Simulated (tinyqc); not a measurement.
# Reverse leakage of an n+-p junction: diffusion, generation, trap-assisted and band-to-band tunnelling, step by step

Computed by the program tinyqc: `OMP_NUM_THREADS=1 python tinyqc.py 2290173 2290174 out.jsonl`, one thread of a shared Intel Xeon 2.30GHz, about 0.01 s for the whole run. Printed values are rounded.

One-sided abrupt junction in the depletion approximation, x from the junction (0) to W on the p side, field F = F0 (1 - x/W). Flat quasi-Fermi levels, long p side. Traps generate through SRH with both lifetimes shortened by 1 + Gamma (Hurkx enhancement, form for moderate fields); band-to-band generation is local and needs a total bending above Eg.

Inputs (values chosen for the exercise); band and dielectric values close to those of germanium: temperature T = 300 K; band gap Eg = 0.658 eV; relative permittivity eps_r = 16.1; conduction-band density of states at T Nc = 1.03e19 cm^-3; valence-band density of states at T Nv = 6.04e18 cm^-3; acceptor density of the lighter side Na = 1.2e16 cm^-3; donor density of the heavier side Nd = 1e19 cm^-3; SRH lifetime of both carriers at zero field tau = 3e-6 s; trap level above the intrinsic level Et = 0.13 eV; tunnelling mass mt = 0.16 m0; electron diffusion coefficient on the lighter side Dn = 20 cm^2/s; band-to-band prefactor Ab = 5.8e14 cm^-0.5 V^-2.5 s^-1; band-to-band field constant Bb = 4.92e6 V/cm; reverse bias VR = 2.2 V.

Constants: q = 1.602176634e-19 C, kB = 1.380649e-23 J/K, hbar = 1.054571817e-34 J s, m0 = 9.1093837015e-31 kg, Vt = kB T/q, eps0 = 8.8541878128e-14 F/cm where lengths are in cm. Results are converted to the units shown.

Range of the model: The n+ side is degenerate, so Vbi from Boltzmann statistics is only a guide.

## Field, scales and diffusion current

ni = sqrt(Nc Nv) exp(-Eg/(2 Vt)), Eg in volts; Vbi = Vt ln(Na Nd/ni^2); W = sqrt(2 eps0 eps_r (Vbi + VR)/(q Na)); F0 = 2 (Vbi + VR)/W; FG = sqrt(24 mt m0 (kB T)^3)/(q hbar); J_diff = q ni^2 sqrt(Dn/tau)(1 - exp(-VR/Vt))/Na.

ni = 2.344123e13 cm^-3
Vbi = 0.4964040 V
W = 632.3375 nm
F0 = 85.28369 kV/cm
FG = 295.0736 kV/cm
J_diff = 1.894280e-5 A/cm^2

## Generation rates across the layer

u = (Vbi + VR)(1 - x/W)^2, p = Na exp(-u/Vt), n = Nd exp((u - Vbi - VR)/Vt); G0 = ni^2 (1 - exp(-VR/Vt))/(tau (n + p + 2 ni cosh(Et/Vt))); Gamma = 2 sqrt(3 pi)(F/FG) exp((F/FG)^2); trap-assisted part G0 Gamma; G_bb = Ab F^2.5 exp(-Bb/F) with F in V/cm, zero unless Vbi + VR > Eg, and counted as zero under 1 cm^-3 s^-1. 16 equal steps.

```
point    x (nm)  F (kV/cm)      Gamma  G0 (cm^-3 s^-1)  G0 Gamma (cm^-3 s^-1)  G_bb (cm^-3 s^-1)
0        0.0000   85.28369   1.929213      1.830982e13            3.532354e13           108.6994
1       39.5211   79.95346   1.790434      5.069745e16            9.077044e16           1.976352
2       79.0422   74.62323   1.655333      5.116071e16            8.468801e16                  0
3      118.5633   69.29300   1.523612      5.116071e16            7.794908e16                  0
4      158.0844   63.96277   1.394985      5.116071e16            7.136841e16                  0
5      197.6055   58.63254   1.269175      5.116071e16            6.493188e16                  0
6      237.1266   53.30231   1.145916      5.116071e16            5.862587e16                  0
7      276.6477   47.97208   1.024950      5.116071e16            5.243717e16                  0
8      316.1688   42.64185  0.9060266      5.116071e16            4.635297e16                  0
9      355.6899   37.31162  0.7889024      5.116071e16            4.036081e16                  0
10     395.2110   31.98138  0.6733397      5.116064e16            3.444849e16                  0
11     434.7321   26.65115  0.5591059      5.115425e16            2.860064e16                  0
12     474.2532   21.32092  0.4459731      5.090896e16            2.270403e16                  0
13     513.7742   15.99069  0.3337167      4.712401e16            1.572607e16                  0
14     553.2953   10.66046  0.2221151      3.087725e16            6.858303e15                  0
15     592.8164    5.33023  0.1109489      1.583848e16            1.757262e15                  0
16     632.3375    0.00000          0      1.175621e16                      0                  0
```

## Current components

Each current is q times the trapezoid sum of its rate; J adds J_diff; J_bb under 1e-8 of the sum is given as 0.

J_SRH = 4.514282e-7 A/cm^2
J_TAT = 4.417169e-7 A/cm^2
J_bb = 0 A/cm^2
J = 1.983595e-5 A/cm^2

A fine grid gives J = 1.983e-5 A/cm^2; the coarse sum is 0.051 % above it. On the fine grid the largest part is diffusion (95.5 %). The simple estimate q ni W/(2 tau cosh(Et/Vt)) is 16 % above the fine-grid J_SRH of 4.478e-7 A/cm^2, since near both edges n or p is large enough to quench generation.
